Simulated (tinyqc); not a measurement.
# MOSFET in the linear regime without short-channel effects, parameter extraction from computed curves: what changes with what

Inversion charge Q = Cox n Vt W0(exp((Vg - VT)/(n Vt))), W0 the Lambert function and n = nf; u = Q/Cox; mobility mu = mu0/(1 + th1 u + th2 u^2); channel resistance Rch = (L - dL)/(W mu Q); Id = Vd/(Rch + Rsd/W). Cox = eps0 eox/tox. Small Vd, no channel-length or drain effects.

Values chosen for this exercise; channel values of the order met in silicon transistors:
- T = 200 K (temperature)
- eox = 21.9 (relative permittivity of the gate insulator (close to hafnium oxide))
- tox = 22 nm (insulator thickness)
- mu0 = 130 cm^2/(V s) (low-field mobility)
- th1 = 0.47 1/V (first mobility attenuation factor)
- th2 = 0.29 1/V^2 (second mobility attenuation factor)
- VT = 0.47 V (threshold voltage)
- nf = 1.47 (body factor)
- W = 1 um (gate width)
- L = 0.065 um (drawn gate length)
- dL = 0.011 um (drawn less effective length)
- Rsd = 200 ohm um (source plus drain resistance)
- Vd = 0.05 V (drain voltage)

Constants: q = 1.602176634e-19 C, kB = 1.380649e-23 J/K, Vt = kB T/q, eps0 = 8.8541878128e-14 F/cm where lengths are in cm. Results are converted to the units shown.

Each table varies one quantity; the others keep the values above.

## Extraction methods against the first mobility attenuation factor

From the continuous curve Id(Vg): tangent at peak gm (V_ext = Vg - Id/gm); constant current Id = 0.1 uA W/L; peak of d2Id/dVg2; Y = Id/sqrt(gm) drawn through Vg = VT + 0.6 and VT + 0.8 V, with intercept VT_Y and slope s. Mobilities gm,max L/(W Cox Vd) and s^2 L/(W Cox Vd) with the drawn L. Last column: share of Rsd/W in the total resistance at VT + 0.8 V.

Results:
```
th1 (1/V),V_ext (V),constant current (V),second derivative (V),VT_Y (V),mobility from gm (cm^2/(V s)),mobility from Y (cm^2/(V s)),series share (%)
0,0.476,0.471,0.464,0.585,116,208,20.9
0.2,0.472,0.471,0.463,0.585,111,208,19.0
0.4,0.469,0.471,0.462,0.585,106,208,17.5
0.8,0.464,0.471,0.461,0.585,98.4,208,15.0
1,0.461,0.471,0.460,0.585,95.4,208,14.0
1.2,0.460,0.471,0.460,0.585,92.6,208,13.1
```

Estimate the missing row, th1 = 0.6 1/V.

Computed row:
```
th1 (1/V),V_ext (V),constant current (V),second derivative (V),VT_Y (V),mobility from gm (cm^2/(V s)),mobility from Y (cm^2/(V s)),series share (%)
0.6,0.466,0.471,0.461,0.585,102,208,16.1
```

With this row back in the table: The model has VT = 0.47 V and mu0 = 130 cm^2/(V s). Over the table the extracted thresholds move by 17 mV (tangent), 0.71 mV (constant current), 4.0 mV (second derivative), under 0.5 mV (Y function). The mobility from gm falls from 116 to 92.6 and that from Y stays near 208 cm^2/(V s).

## Extraction methods against the body factor

Same model as above.

Extraction methods against the body factor:
```
nf,V_ext (V),constant current (V),second derivative (V),VT_Y (V),mobility from gm (cm^2/(V s)),mobility from Y (cm^2/(V s)),series share (%)
1,0.472,0.482,0.465,0.584,112,218,17.2
1.1,0.471,0.480,0.465,0.584,110,216,17.1
1.2,0.470,0.478,0.464,0.585,108,213,17.1
1.3,0.469,0.475,0.463,0.585,107,211,17.1
1.4,0.468,0.473,0.462,0.585,105,209,17.0
1.5,0.467,0.470,0.462,0.585,104,207,17.0
1.6,0.466,0.467,0.461,0.585,103,205,16.9
1.7,0.465,0.464,0.460,0.585,101,203,16.9
```

The model has VT = 0.47 V and mu0 = 130 cm^2/(V s). Over the table the extracted thresholds move by 7.3 mV (tangent), 17 mV (constant current), 5.5 mV (second derivative), 1.6 mV (Y function). The mobility from gm falls from 112 to 101 and that from Y falls from 218 to 203 cm^2/(V s).

tinyqc, about 0.01 s, one thread, Intel Xeon 2.30GHz (shared host): `OMP_NUM_THREADS=1 python tinyqc.py 2210016 2210017 out.jsonl`
